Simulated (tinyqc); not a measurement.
Worked calculation: lattice vibrations of a chain. Computed by tinyqc, a small Python program that keeps every step. Command: `OMP_NUM_THREADS=1 python tinyqc.py 23165 23166 out.jsonl` (the two numbers bound the seeds that draw the settings). One thread of a shared host (Intel(R) Xeon(R) Processor @ 2.60GHz), about 0.01 s of CPU time with the checks.

## Dynamical matrix at q = 0.11

A chain moving along its axis:
```
atom   mass (u)  spring to the next atom (eV/angstrom^2)
1     56.000000                                27.200000
2     42.600000                                 2.600000
```

q is in units of 2 pi/a. A spring k from atom i to atom j, n cells on, adds k to Phi_ii and Phi_jj, -k exp(2 pi i q n) to Phi_ij and the conjugate to Phi_ji (for one atom a cell: 2k (1 - cos 2 pi q n)); D_ij = Phi_ij / sqrt(m_i m_j).

D(q) (eV/(angstrom^2 u)):
```
                     1                    2
1             0.532143  -0.597907+0.033931i
2  -0.597907-0.033931i             0.699531
```

## Frequencies

omega^2 are the eigenvalues; wavenumber = 521.4708 sqrt(eigenvalue) 1/cm.

eigenvalues: 0.011148  1.220526

wavenumbers (1/cm): 55.1  576.1

weights |e|^2 of the mass-weighted modes:
```
          mode 1    mode 2
atom 1  0.569204  0.430796
atom 2  0.430796  0.569204
```

## Dispersion and heat capacity

C/k_B per atom = mean over q = (j + 1/2)/80, j = 0..39 and all branches of y^2 e^y/(e^y - 1)^2, y = hc wavenumber / k_B T.

Wavenumbers (1/cm):
```
q           branch 1    branch 2
0.000000    0.000000  578.732401
0.062500   31.613253  577.868319
0.125000   62.280731  575.371447
0.187500   91.025473  571.529138
0.250000  116.815902  566.820286
0.312500  138.563852  561.899680
0.375000  155.166933  557.543195
0.437500  165.620041  554.527902
0.500000  169.194277  553.447819
```

Heat capacity:
```
T (K)  C/k_B per atom
20           0.092435
50           0.252287
100          0.411255
200          0.617505
300          0.766577
600          0.926387
1200         0.980375
```

zero-point energy per atom = 20.844980 meV
